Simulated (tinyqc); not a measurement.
Inside a calculation. Method: Hubbard chain of 2 sites. One step of it, computed by the program tinyqc.

Question. Mean-field iteration 1. H(up) = T + U n(down), H(down) = T + U n(up); fill the lowest levels; n(new) = n + mixing (n(out) - n); E = tr T (rho up + rho down) + U sum n_up n_down of the output.

one-body matrix (hopping and site energies) (eV), order 1, 2:
```
[[0.000000, -0.540000],
 [-0.540000, 0.000000]]
```

U = 4.100000 eV

electrons, up and down: [1, 1]

mixing = 0.200000

n(up) at the start (a guess, not normalised): [0.550000, 0.450000]

n(down) at the start (a guess): [0.450000, 0.550000]

Give: levels, up; levels, down; energy; n(up) after iteration 1; n(down) after iteration 1.

Answer.

levels, up (eV): [1.4724, 2.6276]

levels, down (eV): [1.4724, 2.6276]

energy = 0.7821 eV

n(up) after iteration 1: [0.5755, 0.4245]

n(down) after iteration 1: [0.4245, 0.5755]
